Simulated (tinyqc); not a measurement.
## Length offset and series resistance from crossing lines

Inverse problem. R_total = Rs + k (L - dL)/Vo with constant Rs, dL and k. Find k, dL and Rs.

R_total at (L, Vo) = (90, 0.42), (270, 0.42), (90, 0.76) and (270, 0.76), L in nm and Vo in V (ohm um): 412.5  1055.3571  290.59211  645.85526

Answer. At each overdrive R is a straight line in L with slope k/Vo; the two lines cross at L = dL, R = Rs.

k = 1.50 ohm um V/nm
dL = 13.7 nm
Rs = 140 ohm um

Numbers from tinyqc (`OMP_NUM_THREADS=1 python tinyqc.py 2282052 2282053 out.jsonl`; about 0.03 s on one thread of a shared Intel Xeon 2.30GHz).
